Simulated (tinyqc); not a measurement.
Inside a calculation. Method: Pariser-Parr-Pople SCF with singles CI, for the molecule c1ccc2[nH]ccc2c1 (SMILES; centres numbered as the heavy atoms are written). One step of it, computed by the program tinyqc.

Question. Iteration 2: Fock matrix. F_rr = H_rr + P_rr gamma_rr / 2 + sum_(s != r) P_ss gamma_rs; F_rs = H_rs - P_rs gamma_rs / 2; E = tr P (H + F) / 2 + core repulsion sum_(r<s) z_r z_s gamma_rs.

P after iteration 1:
```
           1C         2C         3C         4C         5N         6C         7C         8C
1C   1.183702   0.588696  -0.111139  -0.407868   0.125476   0.033918  -0.094677  -0.084206
2C   0.588696   1.080507   0.722561   0.032121  -0.100725   0.159599   0.056789  -0.268746
3C  -0.111139   0.722561   0.998227   0.634030  -0.087603  -0.080353   0.006272   0.111307
4C  -0.407868   0.032121   0.634030   0.858057   0.323300  -0.222614  -0.079204   0.488247
5N   0.125476  -0.100725  -0.087603   0.323300   1.839018   0.319054  -0.198740  -0.127559
6C   0.033918   0.159599  -0.080353  -0.222614   0.319054   0.968639   0.869188   0.026504
7C  -0.094677   0.056789   0.006272  -0.079204  -0.198740   0.869188   1.060274   0.427329
8C  -0.084206  -0.268746   0.111307   0.488247  -0.127559   0.026504   0.427329   0.958745
9C   0.638775  -0.112969  -0.192345   0.108313   0.019911  -0.241650  -0.016438   0.684562

           9C
1C   0.638775
2C  -0.112969
3C  -0.192345
4C   0.108313
5N   0.019911
6C  -0.241650
7C  -0.016438
8C   0.684562
9C   1.052829
```

core matrix H (eV):
```
            1C          2C          3C          4C          5N          6C          7C          8C
1C  -44.088947   -2.390000    0.000000    0.000000    0.000000    0.000000    0.000000    0.000000
2C   -2.390000  -44.332698   -2.390000    0.000000    0.000000    0.000000    0.000000    0.000000
3C    0.000000   -2.390000  -47.262936   -2.390000    0.000000    0.000000    0.000000    0.000000
4C    0.000000    0.000000   -2.390000  -53.586627   -2.370000    0.000000    0.000000   -2.390000
5N    0.000000    0.000000    0.000000   -2.370000  -61.364657   -2.370000    0.000000    0.000000
6C    0.000000    0.000000    0.000000    0.000000   -2.370000  -47.167141   -2.390000    0.000000
7C    0.000000    0.000000    0.000000    0.000000    0.000000   -2.390000  -46.994794   -2.390000
8C    0.000000    0.000000    0.000000   -2.390000    0.000000    0.000000   -2.390000  -51.852105
9C   -2.390000    0.000000    0.000000    0.000000    0.000000    0.000000    0.000000   -2.390000

            9C
1C   -2.390000
2C    0.000000
3C    0.000000
4C    0.000000
5N    0.000000
6C    0.000000
7C    0.000000
8C   -2.390000
9C  -46.294328
```

repulsion gamma_rs (eV):
```
           1C         2C         3C         4C         5N         6C         7C         8C
1C  12.730000   5.688955   4.049039   3.662848   2.780821   2.498483   2.930910   4.049214
2C   5.688955  12.730000   5.687856   4.049214   3.012625   2.498483   2.711051   3.662848
3C   4.049039   5.687856  12.730000   5.689803   4.049543   3.014561   3.050031   4.049608
4C   3.662848   4.049214   5.689803  12.730000   6.003584   4.240121   4.238909   5.688955
5N   2.780821   3.012625   4.049543   6.003584  16.130000   6.005676   4.411796   4.411988
6C   2.498483   2.498483   3.014561   4.240121   6.005676  12.730000   5.689458   4.240121
7C   2.930910   2.711051   3.050031   4.238909   4.411796   5.689458  12.730000   5.687580
8C   4.049214   3.662848   4.049608   5.688955   4.411988   4.240121   5.687580  12.730000
9C   5.687856   4.049039   3.662952   4.049608   3.138623   3.014561   3.903262   5.689803

           9C
1C   5.687856
2C   4.049039
3C   3.662952
4C   4.049608
5N   3.138623
6C   3.014561
7C   3.903262
8C   5.689803
9C  12.730000
```

Centres (angstrom, eV; a flat drawing with bonds scaled to 1.40 angstrom):
```
centre          x          y  core charge z          W   gamma_rr
1C       2.152000  -0.700000              1   9.960000  12.730000
2C       2.152000   0.700000              1   9.960000  12.730000
3C       0.939000   1.400000              1   9.960000  12.730000
4C      -0.273000   0.700000              1   9.960000  12.730000
5N      -1.605000   1.133000              2  27.550000  16.130000
6C      -2.427000   0.000000              1   9.960000  12.730000
7C      -1.605000  -1.133000              1   9.960000  12.730000
8C      -0.273000  -0.700000              1   9.960000  12.730000
9C       0.939000  -1.400000              1   9.960000  12.730000
```

Give: F; pi energy.

Answer.

F (eV):
```
         1C       2C       3C       4C        5N       6C       7C       8C
1C  -2.7107  -4.0645   0.2250   0.7470   -0.1745  -0.0424   0.1387   0.1705
2C  -4.0645  -2.9595  -4.4449  -0.0650    0.1517  -0.1994  -0.0770   0.4922
3C   0.2250  -4.4449  -3.7483  -4.1938    0.1774   0.1211  -0.0096  -0.2254
4C   0.7470  -0.0650  -4.1938  -4.3744   -3.3405   0.4720   0.1679  -3.7788
5N  -0.1745   0.1517   0.1774  -3.3405  -12.7629  -3.3281   0.4384   0.2814
6C  -0.0424  -0.1994   0.1211   0.4720   -3.3281  -4.3812  -4.8626  -0.0562
7C   0.1387  -0.0770  -0.0096   0.1679    0.4384  -4.8626  -3.9788  -3.6052
8C   0.1705   0.4922  -0.2254  -3.7788    0.2814  -0.0562  -3.6052  -3.8334
9C  -4.2066   0.2287   0.3523  -0.2193   -0.0312   0.3642   0.0321  -4.3375

         9C
1C  -4.2066
2C   0.2287
3C   0.3523
4C  -0.2193
5N  -0.0312
6C   0.3642
7C   0.0321
8C  -4.3375
9C  -3.0685
```

pi energy = -129.9803 eV
